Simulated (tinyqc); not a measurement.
Capillary instabilities by surface diffusion: grooving and agglomeration of films, edge retraction, wire break-up and smoothing of roughness: one step, computed by the program tinyqc.

Isotropic surface energy; shapes change by surface diffusion alone.

Task: Will grooves cut through? Groove angle beta: sin(beta) = gamma_b/(2 gamma). For circular grains of radius R with spherical caps the groove ends (measured from the mean surface) at the depth R g(beta), g = (2 - 3 cos beta + cos^3 beta)/(3 sin^3 beta). The film parts if R g(beta_s) > h.

Inputs (values chosen for the exercise, for a model film): surface energy gamma_s = 3.41 J/m^2; grain-boundary energy gamma_b = 1.5 J/m^2; film thickness h = 3.1 nm; grain radius R = 15 nm.

Grooves: at the surface only.

Give: beta_s; sum of g; critical R/h; final depth over h.

Result:

beta_s = 12.706 degrees

sum of g = 0.055897

critical R/h = 17.890

final depth over h = 0.27047

The grooves stop short by this estimate; triple junctions groove deeper and may still open.
